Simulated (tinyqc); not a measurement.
# Bias-temperature instability, empirical power law with universal recovery: effects of single changes

Threshold-voltage shift at the end of a stress: dV = A (V/V0)^g exp[-(Ea q/kB)(1/T - 1/T0)] (t/1 s)^n. After a delay tr the permanent share pp stays and the rest falls by r = 1/(1 + B (tr/t)^be). An empirical model: its parameters are fits, not properties.

Inputs (values chosen for the exercise):
```
symbol,value,unit,meaning
V0,1.3,V,reference stress voltage
T0,398,K,reference temperature
A,5.5,mV,shift after 1 s at V0 and T0
n,0.2,,time exponent
g,4.2,,voltage exponent
Ea,0.19,eV,apparent activation energy of the shift
pp,0.11,,permanent share
B,4.7,,recovery scale
be,0.21,,recovery dispersion
V,0.82,V,use voltage
T,358,K,use temperature
dc,70,mV,failure criterion
ts,1000,s,stress time
```

Constants: q = 1.602176634e-19 C, kB = 1.380649e-23 J/K. Results are converted to the units shown.

Each table varies one quantity; the others keep the values above.

## Effect of the time exponent at a fixed measured point

The lifetime solves dV = dc; ten years are 3.15576e8 s. A is rescaled so that the shift at ts, V0 and T0 stays the same.

Effect of the time exponent at a fixed measured point:
```
nx     A (mV)  shift after ten years (mV)  lifetime (years)
0.1     10.97                       6.038          4.384e11
0.125   9.233                       8.287           2.592e8
0.15    7.769                       11.37           1.826e6
0.175   6.537                       15.61           5.300e4
0.2     5.500                       21.42              3727
0.225   4.628                       29.40             472.8
0.25    3.894                       40.34             90.63
0.275   3.276                       55.37             23.46
0.3     2.757                       75.99             7.607
```

What does the table show?

The ten-year shift rises from 6.04 to 76.0 mV and the lifetime falls from 4.38e11 to 7.61 years: an error of 0.025 in the exponent changes the shift by a factor of 1.37 over the 5.50 decades from ts to ten years. For nx = 0.1, 0.125, 0.15, 0.175, 0.2 the lifetime is a formal extrapolation far beyond any test.

## Lifetime against voltage

Same model as above.

Lifetime against voltage:
```
V (V)  shift after ten years (mV)  lifetime (years)
0.6                        5.7682          2.6321e6
0.7                        11.021          1.0338e5
0.8                        19.310            6260.2
0.9                        31.668            527.69
1                          49.295            57.740
1.1                        73.562            7.8024
1.2                        106.01            1.2551
1.3                        148.38           0.23370
```

What does the comparison show?

The shift goes as V^4.2 and the lifetime as V^(-21.0): 5 % more voltage adds 22.7 % to the shift and divides the lifetime by 2.79. 5 of the 8 rows pass ten years. For V = 0.6, 0.7, 0.8 the lifetime is a formal extrapolation far beyond any test.

## Effect of the measurement delay

Same model as above.

At V0 and T0. The apparent n comes from the measured shifts at ts/100 and ts, and the projection extends that line from ts to ten years (3.15576e8 s).

The same in every row: true shift (mV) = 275.54.

Results:
```
tr (s)  share left at ts  apparent n  projected shift (mV)
1e-6             0.94919     0.21700                324.34
1e-5             0.92042     0.22580                351.59
0.0001           0.87773     0.23787                390.68
0.001            0.81731     0.25312                441.23
0.1              0.63996     0.28667                528.39
1                0.53345     0.29888                514.08
10               0.42935     0.30385                440.64
```

Estimate the missing row, tr = 0.01 s.

Computed row:
```
tr (s)  share left at ts  apparent n  projected shift (mV)
0.01             0.73725     0.27026                494.51
```

With this row back in the table: The share left falls from 0.949 to 0.429 and the apparent n rises from 0.217 to 0.304. The projection is 18 % above the true ten-year shift in the first row and 60 % above it in the last: a lower start and a steeper slope work against each other.

Numbers from tinyqc (`OMP_NUM_THREADS=1 python tinyqc.py 2070048 2070049 out.jsonl`; about 0.01 s on one thread of a shared Intel Xeon 2.30GHz).
